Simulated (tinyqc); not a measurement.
Changing the salt concentration c: a particle near a wafer in liquid: double-layer and van der Waals forces (DLVO), deposition barrier and removal. Computed by tinyqc, a small Python program. Command: `OMP_NUM_THREADS=1 python tinyqc.py 3110278 3110279 out.jsonl dlvo sweep`. One thread of a shared host (Intel(R) Xeon(R) Processor @ 2.30GHz), about 0.01 s of CPU time with the checks.

Sphere and flat wall, Derjaguin approximation, constant potentials in the linear-superposition form, no retardation and no hydration force.

Inputs (values chosen for the exercise, of the order of those for silica on silicon in water):

| quantity | value | unit |
|---|---|---|
| particle radius R | 19 | nm |
| Hamaker constant A | 1.2e-20 | J |
| potential of the particle psi_1 | -47 | mV |
| potential of the wafer psi_2 | -58 | mV |
| valence z of the symmetric salt | 1 | - |
| temperature T | 323 | K |
| dielectric constant of the liquid | 69.9 | - |
| contact distance h0 | 0.4 | nm |

Constants: e = 1.602176634e-19 C; N_A = 6.02214076e+23 1/mol; eps_0 = 8.8541878128e-12 F/m; k_B = 1.380649e-23 J/K; k_B = 8.617333262e-05 eV/K.

Method:
- kappa^2 = 2 z^2 e^2 N_A (1000 c)/(eps eps_0 k_B T); gamma_i = tanh(z e psi_i/(4 k_B T)); Z = 64 pi eps eps_0 (k_B T/(z e))^2 gamma_1 gamma_2.
- U(h) = Z R exp(-kappa h) - A R/(6 h); F(h) = -dU/dh = kappa Z R exp(-kappa h) - A R/(6 h^2), positive for repulsion.
- F = 0 reads x^2 exp(-x) = y with x = kappa h and y = A kappa/(6 Z); the left side peaks at x = 2 with 4/e^2 = 0.5413, so roots exist for smaller y: x < 2 is the barrier, x > 2 the secondary minimum.

One run for each value:

| salt concentration c (mol/L) | barrier height (k_B T) | energy at the secondary minimum (k_B T) | Debye length (nm) | position of the barrier (nm) |
|---|---|---|---|---|
| 1.00e-05 | 73.086 | -7.0585e-03 | 9.4483e+01 | 3.2612 |
| 3.00e-05 | 71.439 | -1.2892e-02 | 5.4550e+01 | 2.4919 |
| 1.00e-04 | 69.047 | -2.5054e-02 | 2.9878e+01 | 1.8595 |
| 3.00e-04 | 66.165 | -4.6149e-02 | 1.7250e+01 | 1.4275 |
| 1.00e-03 | 62.004 | -9.0675e-02 | 9.4483e+00 | 1.0729 |
| 3.00e-03 | 57.031 | -1.6906e-01 | 5.4550e+00 | 0.8312 |
| 1.00e-02 | 49.936 | -3.3775e-01 | 2.9878e+00 | 0.6338 |
| 3.00e-02 | 41.598 | -6.4216e-01 | 1.7250e+00 | 0.5008 |
| 1.00e-01 | 30.012 | -1.3207e+00 | 9.4483e-01 | 0.3951 |
| 3.00e-01 | 16.969 | -2.6109e+00 | 5.4550e-01 | 0.3294 |
| 1.00e+00 | 0.308 | -5.7830e+00 | 2.9878e-01 | 0.2956 |

Over the rows, barrier height (k_B T) falls from 73.1 to 0.308 (exponent d ln y / d ln x -0.021 between the first rows and -3.3 between the last); energy at the secondary minimum (k_B T) falls from -0.00706 to -5.78 (exponent d ln y / d ln x 0.55 between the first rows and 0.66 between the last); Debye length (nm) falls from 94.5 to 0.299 (exponent d ln y / d ln x about -0.50 throughout).

Caution (rows 1.00e-5, 3.00e-5, 1.00e-4, 3.00e-4, 0.00100): kappa R is not large, so the Derjaguin approximation is only rough at gaps of the order of the Debye length. Caution (rows 0.100, 0.300, 1.00): the maximum lies inside the contact distance, where the model does not apply; the energy at contact is the barrier that counts.

Extremes, crossings and ranges named in words are read from the listed rows.
